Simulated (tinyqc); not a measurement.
Wafer bonding and layer transfer: bond energy, gap closing, particles, bonding of dissimilar wafers and hydrogen blisters. Changing the crack length L. Computed by tinyqc, a small Python program. Command: `OMP_NUM_THREADS=1 python tinyqc.py 3013874 3013875 out.jsonl bond sweep`. One thread of a shared host (Intel(R) Xeon(R) Processor @ 2.30GHz), about 0.01 s of CPU time with the checks.

gamma is the energy per area of each of the two surfaces; plates are isotropic, and both wafers have E1 and t1.

Inputs (values chosen for the exercise, with wafer 1 close to silicon): Young's modulus E1 = 142 GPa; Poisson ratio nu = 0.18; thickness t1 = 525 micrometre; blade thickness t_b = 100 micrometre; particle radius h = 0.078 micrometre; radius of a shallow gap R = 0.16 mm; half height of the gap h_g = 18 nm.

Pair: two equal wafers.

Method:
- Two cantilevers opened by t_b: gamma = 3 t_b^2 E1 t1^3 E2 t2^3/(16 L^4 (E1 t1^3 + E2 t2^3)).
- E' = E1/(1 - nu^2), equal wafers of thickness t1 assumed. A gap of radius R closes if h_g < h_c: h_c = R^2/sqrt((2/3) E' t1^3/gamma) for R > 2 t1 (plate bending), h_c = 3.6 sqrt(R gamma/E') for R < 2 t1 (local deformation).
- E' = E1/(1 - nu^2), equal wafers assumed. Void radius in the plate regime: R_v = [(2/3) E' t1^3/gamma]^(1/4) h^(1/2). Below h_crit = 5 sqrt(t1 gamma/E') the wafers deform locally and R_v is of the order of h (taken as h).

One run for each value:
```
crack length L (mm)  bond energy gamma (J/m^2)  void radius (micrometre)  closable height h_c (nm)
10                                      1.9264                7.8000e-02                    164.98
12                                      0.9290                7.8000e-02                    114.57
14                                      0.5014                7.8000e-02                     84.17
16                                      0.2939                7.8000e-02                     64.45
19                                      0.1478                7.8000e-02                     45.70
22                                      0.0822                7.8000e-02                     34.09
30                                      0.0238                1.3795e+03                     18.33
```

Give the missing row, crack length L (mm) = 26.

Computed row:
```
crack length L (mm)  bond energy gamma (J/m^2)  void radius (micrometre)  closable height h_c (nm)
26                                      0.0422                1.1956e+03                     24.41
```

Interpolating between the two neighbouring rows (linearly) misses most in void radius (micrometre), by 42 %. Over the rows, bond energy gamma (J/m^2) falls from 1.93 to 0.0238 (exponent d ln y / d ln x about -4.0 throughout); void radius (micrometre) rises from 0.0780 to 1380, flat over part of the range; closable height h_c (nm) falls from 165 to 18.3 (exponent d ln y / d ln x about -2.0 throughout). The exponent of bond energy gamma stays at -4: beam compliance goes as L^3.
